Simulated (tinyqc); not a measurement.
Raman shift of the zone-centre optical phonon of a diamond-structure crystal under stress: one step, computed by the program tinyqc.

Axes x, y, z are the cube axes. Strain shifts the threefold optical mode and can split it; p, q and r are the phonon deformation potentials.

Task: The line seen from a (001) surface. Backscattering from a (001) surface: incident polarisation (cos phi, sin phi, 0). With Raman tensors (R_z)_xy = (R_z)_yx = 1 and cyclic, only the z component u_z of a mode counts: I = u_z^2 sin^2(2 phi) for parallel and u_z^2 cos^2(2 phi) for crossed polarisers. An unresolved line sits at the intensity-weighted shift, which is M_zz/(2 omega_0).

Inputs (values chosen for the exercise, modelled on silicon): stress sigma (tension positive) = 0.2 GPa; polarisation angle phi = 30 degree.

Stress state: uniaxial. Axis: [111].

M/(2 omega_0) (1/cm):
```
            x           y           z
x  -0.3743343  -0.1525064  -0.1525064
y  -0.1525064  -0.3743343  -0.1525064
z  -0.1525064  -0.1525064  -0.3743343
```

Give: total intensity, parallel; total intensity, crossed; shift of the observed line; shift per stress; stress per shift.

Result:

total intensity, parallel = 0.75

total intensity, crossed = 0.25

shift of the observed line = -0.3743 1/cm

shift per stress = -1.872 1/(cm GPa)

stress per shift = -534.3 MPa cm

Shear mixes z with x and y, so the line is a blend of modes with different shifts. Caution: this stress has components normal to the (001) face, so it cannot reach a free (001) surface; it can act on buried material.
